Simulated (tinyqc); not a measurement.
Vertical double-diffused power MOSFET, components of the on-resistance: two steps of the calculation.

Stripe cells of pitch Wp + a, two channels a cell. Current flows through the channels, spreads in the accumulation layer, passes the gap between the p bodies and spreads at 45 degrees into the drift layer below them. Low drain voltage, full ionisation.

Parameters, values chosen for the exercise; bulk values close to those of silicon: temperature T = 300 K; relative permittivity eps_r = 11.6; critical-field constant Kc = 4100 V/cm per (cm^-3)^(1/8); rated breakdown voltage of the drift layer BV = 60 V; drift mobility at 300 K mud = 1220 cm^2/(V s); temperature exponent of the drift mobility bt = 2; gate oxide thickness (eps_r 3.9) tox = 45 nm; gate overdrive Vov = 5 V; channel mobility mch = 280 cm^2/(V s); accumulation-layer mobility mac = 540 cm^2/(V s); channel length Lc = 1.3 um; width of the p body in one cell, channels included Wp = 6.6 um; gap between neighbouring p bodies a = 4.9 um; depth of the p body xp = 1.3 um; doping of the gap over the drift doping Nj = 3; built-in voltage of the body junction Vbi = 0.803 V; substrate and contact resistance Rs = 0.41 mohm cm^2.

Constants: q = 1.602176634e-19 C, eps0 = 8.8541878128e-14 F/cm where lengths are in cm. Results are converted to the units shown.

Question 1. Drift layer. Triangular field at breakdown with Ec = Kc N^(1/8): BV = eps0 eps_r Ec^2/(2 q N), so N = (eps0 eps_r Kc^2/(2 q BV))^(4/3); W = 2 BV/Ec; mu = mud (T/300 K)^(-bt); rho = 1/(q mu N); ideal resistance rho W.

Wanted: drift doping N; Ec; drift thickness W; electron mobility mu at T; drift resistivity rho; ideal resistance.

Answer 1.

drift doping N = 8.664e15 cm^-3
Ec = 0.4027 MV/cm
drift thickness W = 2.980 um
electron mobility mu at T = 1220 cm^2/(V s)
drift resistivity rho = 0.5905 ohm cm
ideal resistance = 0.1760 mohm cm^2

Question 2. Components of the on-resistance. Pitch p = Wp + a, Cox = 3.9 eps0/tox; zero-bias depletion in the gap w0 = sqrt(2 eps0 eps_r Vbi/(q N Nj)), open gap g = a - 2 w0; R_ch = Lc p/(2 mch Cox Vov); R_acc = 0.6 a p/(4 mac Cox Vov), 0.6 being an empirical factor for current leaving the layer along its length; R_gap = (rho/Nj) xp p/g; spreading depth t = min(W, (p - g)/2); R_drift = (rho p/2) ln((g + 2 t)/g) + rho (W - t); R_on = the sum with Rs.

drift doping N = 8.6638393e15 cm^-3
drift thickness W = 2.9797758 um
electron mobility mu at T = 1220 cm^2/(V s)
drift resistivity rho = 0.59049930 ohm cm

Find: w0; g; components; R_on; shares.

Answer 2.

w0 = 0.1990 um
g = 4.502 um
components (mohm cm^2): channel 0.6958, accumulation 0.4080, gap 0.06536, drift 0.2863, substrate 0.4100
R_on = 1.865 mohm cm^2
shares (%): channel 37.30, accumulation 21.87, gap 3.50, drift 15.35, substrate 21.98

The channel term is the largest. R_on is 10.6 times the ideal drift resistance rho W, and spreading raises the drift term to 1.63 times it.

Numbers from tinyqc (`OMP_NUM_THREADS=1 python tinyqc.py 2230113 2230114 out.jsonl`; about 0.01 s on one thread of a shared Intel Xeon 2.30GHz).
